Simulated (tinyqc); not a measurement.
MOSFET in saturation, small-signal circuit and noise: effect of the total gate width on speed and noise.

Bias by the inversion coefficient IC = I/Ispec (charge-based model with velocity saturation; weak inversion below 0.1, strong above 10). Common-source circuit: gm, gds, Cgs, Cgd and Cj at the inner nodes, Rg in series with the gate; quasi-static, no source or drain resistance, no gate-body capacitance, no substrate network, no induced gate noise, so fmax is an upper estimate.

Ispec = 2 n mu Cox (W/L) Vt^2, lc = Ls/L, gms = [sqrt((lc IC + 1)^2 + 4 IC) - 1]/[2 + lc (lc IC + 1)], gm = gms Ispec/(n Vt), gds = sg gm. qs = [sqrt(1 + 4 IC) - 1]/2, Cgs = Cox W L qs (2 qs + 3)/(3 (qs + 1)^2) + Cov W, Cgd = Cov W, Cd = Cj W, Rg = Rsh (Wf/L)/(12 Nf) + Rc/W with Nf = W/Wf fingers (not rounded) contacted at both ends. fT = gm/(2 pi (Cgs + Cgd)), fmax = fT/(2 sqrt(Rg (gds + 2 pi fT Cgd))). Channel noise Sid = 4 kB T gam n gm with gam = (1/2 + (2/3) qs)/(1 + qs) + gw lc IC, qs = [sqrt(1 + 4 IC) - 1]/2, lc = Ls/L (the last term an empirical rise with velocity saturation); at the gate, white noise Sw = Sid/gm^2 + 4 kB T Rg. Number fluctuation with correlated mobility: S(f) = K/f, K = q^2 Vt lt Nt/(W L Cox^2) (1 + ac mu Cox I/gm)^2, Vt in eV with Nt per eV. Corner fc = K/Sw. IC is held fixed.

Values chosen for this exercise: temperature T = 300 K; gate length L = 350 nm; gate capacitance Cox = 2 uF/cm^2; mobility mu = 180 cm^2/(V s); slope factor n = 1.33; velocity-saturation length Ls = 10 nm; ratio gds/gm sg = 0.0091; overlap and fringe capacitance per side Cov = 0.34 fF/um; drain junction capacitance Cj = 0.49 fF/um; sheet resistance of the gate Rsh = 10 ohm; finger width Wf = 4 um; gate contact and vertical resistance Rc = 200 ohm um; inversion coefficient IC = 3; short-channel excess of the noise factor gw = 0.07; oxide trap density Nt = 1.6e18 cm^-3 eV^-1; tunnelling length into the oxide lt = 0.1 nm; Coulomb scattering coefficient ac = 0 V s/C.

Constants: q = 1.602176634e-19 C, kB = 1.380649e-23 J/K, Vt = kB T/q. Results are converted to the units shown.

The same in every row: fT (GHz) = 2.8154; fmax (GHz) = 35.400; fc (MHz) = 3.8694.

Effect of the total gate width on speed and noise:
```
W (um)  I (uA)  Rg (ohm)  sqrt(Sw) (nV/Hz^0.5)
2       10.971    119.05                9.8996
4.3     23.588    55.371                6.7515
9.3     51.016    25.602                4.5908
20      109.71    11.905                3.1305
43      235.88    5.5371                2.1350
93      510.16    2.5602                1.4517
200     1097.1    1.1905               0.98996
```

As W goes from 2 to 200 um, fT stays at 2.82 GHz, fmax stays at 35.4 GHz, the white noise falls from 9.90 to 0.990 nV/Hz^0.5 and the corner stays at 3.87 MHz. Current, gm and capacitances scale with W and Rg with 1/W, so the frequencies stay while both noise powers fall as 1/W. In every row fmax exceeds 4 fT, where channel resistance and substrate losses, left out here, would cap it.

Program tinyqc, `OMP_NUM_THREADS=1 python tinyqc.py 2150029 2150030 out.jsonl`; Intel Xeon 2.30GHz, shared host, one thread, about 0.01 s.
